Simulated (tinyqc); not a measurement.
Where in the gap a trap does harm: carrier lifetime from Shockley-Read-Hall, radiative, Auger and surface recombination. Computed by tinyqc, a small Python program. Command: `OMP_NUM_THREADS=1 python tinyqc.py 3002259 3002260 out.jsonl lifetime walk`. One thread of a shared host (Intel(R) Xeon(R) Processor @ 2.30GHz), about 0.02 s of CPU time with the checks.

Energies are counted from the top of the valence band. Boltzmann statistics, full ionisation, and equal excess densities of electrons and holes.

Inputs (values chosen for the exercise, with bands modelled on GaN):

| quantity | value | unit |
|---|---|---|
| gap E_g | 3.44 | eV |
| electron mass m_e | 0.206 | m_0 |
| valleys M_c | 1 | - |
| hole mass m_h | 1.39 | m_0 |
| temperature T | 250 | K |
| doping N | 8.6e+15 | cm^-3 |
| trap level E_t | 1.96 | eV |
| trap density N_t | 6.1e+14 | cm^-3 |
| electron cross-section sigma_n | 1.3e-17 | cm^2 |
| hole cross-section sigma_p | 8.6e-16 | cm^2 |

Doping: n-type. Surface term: none.

Constants: m_0 = 9.1093837015e-31 kg; k_B = 1.380649e-23 J/K; h = 6.62607015e-34 J s; k_B = 8.617333262e-05 eV/K.

Method:
- N_c = 2 M_c (2 pi m_e k_B T/h^2)^(3/2) and N_v = 2 (2 pi m_h k_B T/h^2)^(3/2), masses in units of m_0.
- n_i = sqrt(N_c N_v) exp(-E_g/2 k_B T); majority density N/2 + sqrt(N^2/4 + n_i^2), minority density n_i^2 over it.
- v = sqrt(3 k_B T/m) with m_e or m_h; tau_n0 = 1/(sigma_n v_n N_t), tau_p0 = 1/(sigma_p v_p N_t); n1 = N_c exp(-(E_g - E_t)/k_B T), p1 = N_v exp(-E_t/k_B T).
- Low injection: tau = [tau_p0 (n_0 + n1) + tau_n0 (p_0 + p1)]/(n_0 + p_0). Depleted region (n = p = 0): generation lifetime tau_g = (tau_p0 n1 + tau_n0 p1)/n_i. n1 = N_c exp(-(E_g - E_t)/k_B T), p1 = N_v exp(-E_t/k_B T).

tau_p0 = 2.10791e-07 s

n_0 = 8.60e+15 cm^-3

N_c = 1.78485e+18 cm^-3

tau_n0 = 5.36825e-06 s

p_0 = 2.91794e-48 cm^-3

N_v = 3.12840e+19 cm^-3

n_i = 1.58412e-16 cm^-3

The same trap at other energies:

| E_t (eV) | SRH lifetime (s) | generation lifetime (s) |
|---|---|---|
| 0.206 | 1.5845e-06 | 7.4574e+25 |
| 0.516 | 2.1079e-07 | 4.2002e+19 |
| 0.860 | 2.1079e-07 | 4.8812e+12 |
| 1.204 | 2.1079e-07 | 5.6728e+05 |
| 1.548 | 2.1079e-07 | 6.5927e-02 |
| 1.720 | 2.1079e-07 | 2.2525e-05 |
| 1.892 | 2.1079e-07 | 1.4770e-04 |
| 2.236 | 2.1079e-07 | 1.2708e+03 |
| 2.580 | 2.1079e-07 | 1.0935e+10 |
| 2.924 | 2.1079e-07 | 9.4094e+16 |
| 3.234 | 2.1387e-07 | 1.6707e+23 |

What follows from these numbers?

The SRH lifetime (other channels left aside) stays within 10 % of its least value, among these rows, from E_t = 0.516 to 3.234 eV. The generation lifetime has a sharp minimum, among these rows at 1.72 eV and exactly at 1.786 eV, where tau_p0 n1 = tau_n0 p1, since generation needs two thermal jumps and the larger one rules.

Extremes, crossings and ranges named in words are read from the listed rows.
